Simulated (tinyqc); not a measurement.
# Thickness from two neighbouring fringes

Problem. At normal incidence a transparent film with an index between those of air and substrate, taken as constant, has reflectance minima at 2 n1 d = (m + 1/2) lam (small phase shifts at the substrate neglected). Find d and the order m of the shorter wavelength.

Parameters, values chosen for the exercise: index of the transparent film n1 = 1.628.

wavelengths of two neighbouring reflectance minima (nm): [463, 565.88889]

Answer. Neighbouring orders differ by one: 2 n1 d (1/lam1 - 1/lam2) = 1.

d = 782.1 nm
m = 5

Numbers from tinyqc (`OMP_NUM_THREADS=1 python tinyqc.py 2870136 2870137 out.jsonl`; about 0.4 s on one thread of a shared Intel Xeon 2.30GHz).
